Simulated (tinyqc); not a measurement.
## Strained alloy layer of InP and GaP on (001) GaAs, model-solid band line-up: gaps, strain and offsets against composition

The layer is x parts of the first compound and 1 - x of the second, grown coherently on the third as substrate and barrier. Rows of the table: lattice constant a, average valence level Ea on an absolute scale, spin-orbit splitting so, gaps at Gamma, X and L, hydrostatic deformation potentials av and ac (Gamma), shear potential b, elastic constants, electron and heavy-hole (along z) masses. All are interpolated linearly in x; gaps get -C x (1 - x), taken wholly in the conduction band; real line-ups can differ from this model by 0.1 eV or more.

In-plane strain e = (a_substrate - a)/a, e_z = -2 (c12/c11) e, volume change 2 e + e_z. With v = 2 e + e_z and d = 2 b (e_z - e): Eav = Ea + av v; E_hh = Eav + so/3 - d/2; E_lh = Eav - so/6 + d/4 + sqrt(so^2 + so d + 9 d^2/4)/2; E_c = Ea + so/3 + EG + ac v (Gamma). Substrate: E_v = Ea + so/3, E_c = E_v + EG. Well depths: dEc = E_c(substrate) - E_c, dEhh = E_hh - E_v(substrate), dElh likewise; strained Gamma gap E_c - max(E_hh, E_lh); positive values confine carriers in the layer. Matthews-Blakeslee for 60-degree dislocations in a single layer: hc = k (ln(hc/bv) + 1), k = bv (1 - nu/4)/(4 pi |e| (1 + nu)), nu = c12/(c11 + c12), bv = a/sqrt(2); the larger root. The valence offset is the larger of dEhh and dElh; a dash marks |e| under 0.02 % or no root.

Parameters, values chosen for the exercise:
- CG = 0.65 eV (bowing of the Gamma gap)
- CX = 0.2 eV (bowing of the X gap)
- CL = 1.03 eV (bowing of the L gap)

Binary compounds, values chosen for the exercise:
```
              close to InP  close to GaP  close to GaAs
a (angstrom)         5.869         5.451          5.653
Ea (eV)              -7.04          -7.4          -6.92
so (eV)              0.112        0.0789          0.337
EG (eV)               1.33          2.81           1.43
EX (eV)               2.19          2.24           1.89
EL (eV)               1.92          2.61           1.72
av (eV)               1.25          1.71           1.18
ac (eV)               -5.1          -7.2           -7.2
b (eV)               -1.69         -1.79          -1.71
c11 (GPa)              102           139            120
c12 (GPa)             55.4          62.2           53.5
me (m0)             0.0799         0.131         0.0679
mh (m0)              0.529         0.328          0.352
```

Results:
columns A: x; B: e (%); C: relaxed Gamma gap (eV); D: lower of X and L gaps (eV); E: strained Gamma gap (eV); F: E_hh - E_lh (meV); G: dEc (eV); H: valence offset (eV); I: hc (nm)
```
A           B      C      D      E       F         G        H     I
0.25    1.755  2.318  2.190  2.065  -158.3   -0.2898  -0.3449  4.19
0.31    1.298  2.212  2.176  2.032  -113.5   -0.2413  -0.3603  6.38
0.38   0.7694  2.094  2.105  1.993  -63.48   -0.1879  -0.3756  12.7
0.44   0.3209  1.999  2.053  1.960  -24.29   -0.1450  -0.3845  38.1
0.5   -0.1237  1.907  2.007  1.913   8.109   -0.1048  -0.3781   119
0.62   -1.001  1.739  1.940  1.778   42.91  -0.03235  -0.3157  9.08
0.69   -1.506  1.650  1.914  1.704   51.30  0.004841  -0.2785  5.23
0.75   -1.934  1.578  1.899  1.643   55.89   0.03372  -0.2462  3.66
```

Estimate the missing row, x = 0.56.

Computed row:
columns A: x; B: e (%); C: relaxed Gamma gap (eV); D: lower of X and L gaps (eV); E: strained Gamma gap (eV); F: E_hh - E_lh (meV); G: dEc (eV); H: valence offset (eV); I: hc (nm)
```
A           B      C      D      E      F         G        H     I
0.56  -0.5643  1.821  1.970  1.844  30.17  -0.06721  -0.3471  19.0
```

With this row back in the table: The relaxed Gamma gap falls from 2.32 to 1.58 eV and the strained one falls from 2.06 to 1.64 eV. The lattice matches the substrate at x = 0.483; the heavy hole is on top where the layer is compressed (e < 0) and the light hole where it is stretched. The relaxed alloy turns direct at x = 0.365. dEc rises from -0.290 to 0.0337 eV and the valence offset goes from -0.345 through a minimum of -0.384 (at x = 0.44 among the rows listed) to -0.246 eV. At the largest strain listed, -1.93 %, strain changes the gap by 64.4 meV. For x = 0.25, 0.31 the lowest conduction valley of the relaxed alloy is X or L, so the gap and dEc listed hold for Gamma only.

tinyqc, about 0.01 s, one thread, Intel Xeon 2.30GHz (shared host): `OMP_NUM_THREADS=1 python tinyqc.py 2690083 2690084 out.jsonl`
